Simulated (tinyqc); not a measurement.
Thin-film transistor with exponential tail and deep states, accumulation layer: two steps of the calculation.

An undoped film in accumulation, thicker than the space-charge layer. With band bending psi the Fermi level lies E0 - psi below the band edge. Free electrons n = n0 exp(psi/Vt) carry the current; electrons in two exponential distributions of traps, a = a0 exp(psi/Va) and d = d0 exp(psi/Vp), do not. Linear regime, ohmic contacts, traps in equilibrium.

Inputs (values chosen for the exercise); values close to those of amorphous silicon:
- T = 250 K (temperature)
- eps_r = 11.8 (relative permittivity of the semiconductor)
- Nc = 4.8e19 cm^-3 (density of extended states)
- Nt = 6e19 cm^-3 (total density of tail states)
- Tt = 320 K (characteristic temperature of the tail)
- Nd = 7.4e17 cm^-3 (total density of deep states)
- Td = 1040 K (characteristic temperature of the deep states)
- E0 = 0.46 eV (bulk Fermi level below the band edge)
- Ci = 20 nF/cm^2 (gate capacitance)
- Vg = 17 V (gate voltage above flat band)

Constants: q = 1.602176634e-19 C, kB = 1.380649e-23 J/K, Vt = kB T/q, eps0 = 8.8541878128e-14 F/cm where lengths are in cm. Results are converted to the units shown.

Problem 1. Bulk densities. Va = kB Tt/q, Vp = kB Td/q; n0 = Nc exp(-E0/Vt), a0 = Nt th(T/Tt) exp(-E0/Va), d0 = Nd th(T/Td) exp(-E0/Vp), th(x) = pi x/sin(pi x).

Find: Va; Vp; th(T/Tt); n0; a0; d0.

Solution 1.

Va = 0.02758 V
Vp = 0.08962 V
th(T/Tt) = 3.869
n0 = 2.559e10 cm^-3
a0 = 1.321e13 cm^-3
d0 = 4.811e15 cm^-3

Problem 2. Surface potential by Newton steps. Va = kB Tt/q, Vp = kB Td/q. G(psi) = sum over the three kinds of c0 [V (exp(psi/V) - 1) - psi], field F = sqrt(2 q G/(eps0 eps_r)); Vg = psi + eps0 eps_r F/Ci at the surface. f = psi + eps0 eps_r F/Ci - Vg, f' = 1 + q rho/(Ci F) with rho = sum c0 (exp(psi/V) - 1); psi(new) = psi - f/f'.

psi after iteration 1 = 0.46206317 V
n0 = 2.5588768e10 cm^-3
a0 = 1.3214521e13 cm^-3
d0 = 4.8105433e15 cm^-3

Wanted: F; f; f'; psi after iteration 2.

Solution 2.

F = 1577.0 kV/cm
f = 65.843 V
f' = 1544.4
psi after iteration 2 = 0.41943 V

Numbers from tinyqc (`OMP_NUM_THREADS=1 python tinyqc.py 2610032 2610033 out.jsonl`; about 0.01 s on one thread of a shared Intel Xeon 2.30GHz).
